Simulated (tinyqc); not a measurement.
FinFET, parasitic resistance, capacitance and delay: two steps of the calculation.

Nf fins under one contact; each has gated perimeter p = 2 Hf + Wf and cross-section A = Hf Wf; contact width Wc = Nf pf, stack height Hs = Hf. Contact length Lc = CPP - Lg - 2 Lsp, shared by two neighbouring gates. Source and drain sides are equal. The formulas are first-order estimates, not field solutions.

Parameters, values chosen for the exercise; values close to those of silicon logic devices: temperature T = 300 K; number of fins Nf = 1; fin height Hf = 35 nm; fin width Wf = 7 nm; fin pitch pf = 24 nm; gate length Lg = 14 nm; spacer length Lsp = 4 nm; relative permittivity of the spacer ks = 3.3; gate height above the channel stack Hc = 25 nm; gate overlap Lov = 1.5 nm; inversion capacitance Cinv = 2.8 uF/cm^2; injection velocity vx = 8.6e6 cm/s; apparent mobility mu = 190 cm^2/(V s); threshold at zero drain voltage VT = 0.29 V; barrier lowering dl = 0.042 V/V; subthreshold factor n = 1.2; wire load Cw = 0.23 fF; supply voltage Vdd = 0.8 V.

Constants: q = 1.602176634e-19 C, kB = 1.380649e-23 J/K, eps0 = 8.8541878128e-12 F/m, Vt = kB T/q. Results are converted to the units shown.

Problem 1. Capacitances. With N fins: gate Cg = Cinv p N Lg; per side, plate Cp = ks eps0 [Wc (Hs + Hc) - N A]/Lsp, top fringe Cf = (2/pi) ks eps0 Wc ln(1 + Lg/(2 Lsp)), overlap Co = Cinv p N Lov. Cs = Cp + Cf + Co. An inverter of two such devices driving an equal one has the load CL = 2 (Cg + 2 Cs) + 4 Cs + Cw (its own drains counted twice for the Miller effect).

Give: Cg; Cp; Cf; Co; CL.

Solution 1.

Cg = 30.184 aF
Cp = 8.7291 aF
Cf = 0.45161 aF
Co = 3.2340 aF
CL = 389.69 aF

The channel capacitance gives 15.5 % of CL, the parasitic parts 25.5 % and the wire 59.0 %.

Problem 2. Fin currents at Vgs = Vdd, Vds = Vdd/2. One fin: I = p Q vx u/(1 + |u|^1.8)^(1/1.8), Q = Cinv n Vt ln(1 + exp((Vg' - VT + dl Vd')/(n Vt))), u = Vd' mu/(vx Lg), Vg' = Vgs - v, Vd' = Vds - 2 v, with the drop on each side v = Rc (sum of I) + Rx I. I(new) = I + 0.5 (I(out) - I).

I at the start (uA): fin 1 0
Rc = 1779.5298 ohm
Rx = 153.46939 ohm

Wanted: drop v; I(out); I after iteration 1.

Solution 2.

drop v (mV): fin 1 0
I(out) (uA): fin 1 95.76
I after iteration 1 (uA): fin 1 47.88

Computed by the program tinyqc: `OMP_NUM_THREADS=1 python tinyqc.py 2170118 2170119 out.jsonl`, one thread of a shared Intel Xeon 2.30GHz, about 0.04 s for the whole run.
